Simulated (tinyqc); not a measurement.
Coverage against grain size: equilibrium and kinetic segregation of a solute to boundaries and growing surfaces. Computed by tinyqc, a small Python program. Command: `OMP_NUM_THREADS=1 python tinyqc.py 3014954 3014955 out.jsonl segreg walk`. One thread of a shared host (Intel(R) Xeon(R) Processor @ 2.30GHz), about 0.01 s of CPU time with the checks.

Inputs (values chosen for the exercise, for a model alloy):
```
quantity                               value  unit
segregation energy Q                   0.617    eV
interaction z w (positive attracts)  -0.0019    eV
total solute fraction x0              0.0016     -
temperature T                           1000     K
boundary thickness delta                0.67    nm
```

Isotherm: Fowler-Guggenheim.

Constants: k_B = 8.617333262e-05 eV/K.

Method. With theta the solute fraction on boundary sites and x that in the grains, theta/(1 - theta) = [x/(1 - x)] exp[(Q + z w theta)/(k_B T)]. Finite grains: boundary sites are the fraction f = 3 delta/d, and x0 = (1 - f) x + f theta; solve both equations for theta; share at boundaries = f theta/x0.

At T:
```
d (nm)    theta  x in the grains  share at boundaries (%)
15      0.01188        0.0000093                   99.494
30      0.02362        0.0000188                   98.903
60      0.04666        0.0000381                   97.700
120     0.09095        0.0000779                   95.213
250     0.17815        0.0001691                   89.518
500     0.31068        0.0003525                   78.057
1000    0.46180        0.0006731                   58.014
5000    0.63121        0.0013468                   15.859
```

What does the comparison show, and why?

From the largest grains to the smallest the share at boundaries rises from 16 to 99 %, and x/x0 falls to 0.0058. In the dilute limit x/x0 = 1/(1 - f + f exp(Q/(k_B T))), which gives 0.0058 at 15 nm.

Extremes, crossings and ranges named in words are read from the listed rows.
